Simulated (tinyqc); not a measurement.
Raising the field: quantum-confined Stark effect in a modulator well.

Envelopes on cells of 0.5 angstrom over the well |z| < L/2 and 45 angstrom of barrier on each side, psi = 0 beyond, psi'/m continuous (mean mass between points), c = hbar^2/2m0. The electron sees + e F z and the hole - e F z, each with its offset in the barriers; 1 kV/cm = 1e-5 eV/angstrom. Light holes, band mixing and escape by tunnelling are left out.

Exciton: in-plane function exp(-rho/lam), 1/mu = 1/me + 1/mp, E(lam) = c/(mu lam^2) - (q/eps) times the integral over k of Fm(k)(1 + (k lam/2)^2)^(-3/2), Fm(k) the double integral of psi_e^2 psi_h^2 exp(-k |z - z'|), q = e^2/(4 pi eps0); binding Eb = -E at the minimum. Line at Eg + E_e + E_h - Eb, strength proportional to overlap^2/lam^2.

Constants: hbar^2/2m0 = 3.80998211 eV angstrom^2; e^2/(4 pi eps0) = 14.39964547 eV angstrom; hc = 1239.841984 eV nm.

Inputs chosen for the exercise (near those of an InGaAsP well in InP; the results hold for these values, not for the real material):
- L = 84 angstrom (well width)
- Vc = 0.189 eV (conduction offset)
- Vv = 0.273 eV (heavy-hole offset)
- me = 0.0513 m0 (electron, well)
- meb = 0.0796 m0 (electron, barrier)
- mh = 0.345 m0 (heavy hole along z, well)
- mhb = 0.481 m0 (heavy hole, barrier)
- Eg = 0.876 eV (gap of the well)
- mp = 0.105 m0 (heavy hole in the plane)
- eps = 13.3 (dielectric constant)
- Fs = (0, 23, 46, 69, 95, 122, 153) kV/cm (fields)

All quantities anew; shifts from zero field.

Results:
```
F (kV/cm)  dE_e (meV)  dE_h (meV)  Eb (meV)  line shift (meV)  overlap^2  relative strength
0                0.00        0.00      6.58              0.00      0.934              1.000
46              -1.03       -1.98      6.44             -2.86      0.846              0.874
69              -2.32       -4.30      6.29             -6.32      0.757              0.752
95              -4.37       -7.76      6.09            -11.64      0.647              0.610
122             -7.15      -12.13      5.89            -18.59      0.537              0.478
153            -11.14      -17.89      5.66            -28.11      0.425              0.354
```

Give the missing row, F (kV/cm) = 23.

Computed row:
```
F (kV/cm)  dE_e (meV)  dE_h (meV)  Eb (meV)  line shift (meV)  overlap^2  relative strength
23              -0.26       -0.51      6.54             -0.73      0.910              0.965
```

The line shift grows with exponent 1.98 in F at low field and 1.83 at the end, as the carriers come up against opposite walls and the dipole begins to saturate. The hole gives 66 % of the level shift in the second row and 62 % in the last. The largest shift is 4.3 times the zero-field binding, yet 86 % of the binding survives, since the walls stop the field from pulling the pair apart. Half the strength is gone between 95 and 122 kV/cm.

tinyqc: `OMP_NUM_THREADS=1 python tinyqc.py 1252188 1252189 out.jsonl`; about 0.2 s, one thread, shared Intel(R) Xeon(R) Processor @ 2.30GHz.
